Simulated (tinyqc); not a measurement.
Binding against mu: shallow acceptor in the spherical model (Baldereschi-Lipari), strong spin-orbit limit. Computed by tinyqc, a small Python program. Command: `OMP_NUM_THREADS=1 python tinyqc.py 3000725 3000726 out.jsonl acceptor walk`. One thread of a shared host (Intel(R) Xeon(R) Processor @ 2.30GHz), about 0.01 s of CPU time with the checks.

The 1S(3/2) state has an s envelope f(r) and a d envelope g(r). In effective units they obey -(f'' + 2f'/r + 2f/r) + mu (g'' + 5g'/r + 3g/r^2) = E f and -(g'' + 2g'/r - 6g/r^2 + 2g/r) + mu (f'' - f'/r) = E g. The cubic term, the split-off band and the central cell are left out.

Inputs (values chosen for the exercise, for a model semiconductor):

| quantity | value | unit |
|---|---|---|
| Luttinger gamma_1 | 5.33 | - |
| Luttinger gamma_2 | 0.471 | - |
| Luttinger gamma_3 | 1.33 | - |
| dielectric constant eps | 16.8 | - |

Constants: Ry = 13.605693123 eV; a_0 = 0.529177210903 angstrom.

Method:
- Ry* = Ry/(gamma_1 eps^2), a* = a_0 eps gamma_1, mu = (6 gamma_3 + 4 gamma_2)/(5 gamma_1), delta = (gamma_3 - gamma_2)/gamma_1; spherical masses 1/(gamma_1 (1 - mu)) (heavy) and 1/(gamma_1 (1 + mu)) (light).
- Basis: f_i = exp(-zeta_i r), g_i = r exp(-zeta_i r), weight r^2 dr, s = zeta_i + zeta_j. S_ff = 2/s^3, H_ff = zeta_i zeta_j S_ff - 2/s^2; S_gg = 24/s^5, H_gg = 8/s^3 + 24 zeta_i zeta_j/s^5 - 12/s^4; H(f_i, g_j) = mu (6 zeta_i^2/s^4 + 2 zeta_i/s^3); S_fg = 0. Each function is normalised by sqrt(S_ii).
- Large basis: zeta_i = 0.08 x 1.55^(i-1), i = 1..20 in each channel; overlap eigenvalues below 1e-11 are dropped.

mu = 0.370131

1S(3/2):

| mu | binding (Ry*) | d weight | binding x (1 - mu) |
|---|---|---|---|
| 0.10 | 1.0091 | 0.00424 | 0.90817 |
| 0.11 | 1.0110 | 0.00513 | 0.89979 |
| 0.22 | 1.0457 | 0.02062 | 0.81563 |
| 0.37 | 1.1423 | 0.05911 | 0.71964 |
| 0.50 | 1.2985 | 0.10979 | 0.64927 |
| 0.80 | 2.5802 | 0.29828 | 0.51604 |
| 0.90 | 4.7683 | 0.38818 | 0.47683 |
| 0.95 | 9.1447 | 0.44002 | 0.45723 |

What does the comparison show, and why?

The binding grows from 1.009 to 9.14 Ry*, slowly at first (second order in mu), while the d weight rises to 0.44. The last column, the binding in units of the heavy-hole Rydberg, falls to 0.457, towards about 0.44 as mu tends to 1.
